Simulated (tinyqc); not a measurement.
Ion-assisted plasma etching: sheath, surface coverage, synergy and aspect-ratio dependence. Changing the sheath voltage V. Computed by tinyqc, a small Python program. Command: `OMP_NUM_THREADS=1 python tinyqc.py 3018991 3018992 out.jsonl etch sweep`. One thread of a shared host (Intel(R) Xeon(R) Processor @ 2.30GHz), about 0.01 s of CPU time with the checks.

Radicals adsorb on bare sites; ions remove covered sites with a high yield and bare sites by sputtering; a slow spontaneous reaction acts everywhere, walls included.

Inputs (values chosen for the exercise, close to those used for silicon in a halogen plasma): plasma density n_e = 1.7e+10 1/cm^3; electron temperature T_e = 4.1 eV; ion mass M_i = 80 u; radical density n = 1.8e+13 1/cm^3; radical mass M_n = 80 u; gas temperature T_g = 400 K; sticking coefficient s = 0.69; radicals per removed unit x = 2; yield slope b = 0.39 eV^(-1/2); threshold E_th = 14 eV; sputter slope b_p = 0.02 eV^(-1/2); sputter threshold E_p = 34 eV; spontaneous reaction probability k_c = 1.2e-05; solid density N = 5e+22 1/cm^3; ion temperature T_i = 0.16 eV; aspect ratio A = 3.4.

Feature: round hole.

Constants: e = 1.602176634e-19 C; u = 1.6605390666e-27 kg; k_B = 1.380649e-23 J/K; eps_0 = 8.8541878128e-12 F/m.

Method:
- Bohm speed u_B = sqrt(e T_e/M_i); ion flux G_i = 0.61 n_e u_B; radical flux G_n = n c/4 with c = sqrt(8 k_B T_g/(pi M_n)).
- Debye length lambda_D = sqrt(eps_0 T_e/(e n_s)) with n_s = 0.61 n_e, T_e in volts; Child-law sheath d = (sqrt2/3) lambda_D (2 V/T_e)^(3/4); ion energy E = V + T_e/2; angular spread = arctan(sqrt(T_i/E)).
- Yields: Y = b (sqrt(E) - sqrt(E_th)) on covered sites, Y_p = b_p (sqrt(E) - sqrt(E_p)) on bare ones (zero below threshold).
- Steady coverage: s G_n (1 - theta) = x Y G_i theta; removal flux = Y G_i theta + Y_p G_i (1 - theta) + k_c G_n; rate = flux/N, 1 cm/s = 6e8 nm/min.
- Lateral rate = k_c G_n/N; anisotropy = 1 - lateral/vertical; synergy = vertical/(ions alone + radicals alone), with ions alone Y_p G_i/N and radicals alone the lateral rate.
- Transmission of a round hole: K = 1/(1 + 3A/4), walls that scatter diffusely without loss. With a loss probability S = s (1 - theta) at the floor, G_b/G_n = K/(K + S - K S); theta follows G_b, and the two are solved together. Ions are taken to reach the floor unshadowed; G_b replaces G_n in every term of the rate; A is depth over diameter.

One run for each value; columns: (1) sheath voltage V (V); (2) vertical rate (nm/min); (3) coverage theta; (4) floor rate over open-field rate; (5) anisotropy; (6) sheath thickness (um):
```
(1)      (2)      (3)      (4)      (5)     (6)
20     10.15  0.98330  0.99943  0.99792   384.7
34     23.50  0.96128  0.99714  0.99910   572.7
59     41.07  0.93241  0.99123  0.99949   865.8
100    61.92  0.89828  0.97961  0.99966  1286.2
170    87.30  0.85696  0.95857  0.99976  1914.9
300   119.70  0.80463  0.92180  0.99982  2931.8
510   154.90  0.74836  0.87299  0.99986  4364.9
870   194.89  0.68533  0.81335  0.99989  6515.4
1500  239.79  0.61599  0.74925  0.99991  9803.2
```

Over the rows, vertical rate (nm/min) rises from 10.1 to 240 (exponent d ln y / d ln x 1.6 between the first rows and 0.38 between the last); coverage theta falls from 0.983 to 0.616 (exponent d ln y / d ln x -0.043 between the first rows and -0.20 between the last); floor rate over open-field rate falls from 0.999 to 0.749 (exponent d ln y / d ln x -0.0043 between the first rows and -0.15 between the last). The exponent of sheath thickness stays at 0.75: the Child law. More energetic ions clear radicals faster, so the coverage drops and the floor of the feature starves sooner.

Caution (rows 300, 510, 870, 1500): a sheath of several millimetres is collisional at usual pressures, which lowers the ion energy and widens the angles.
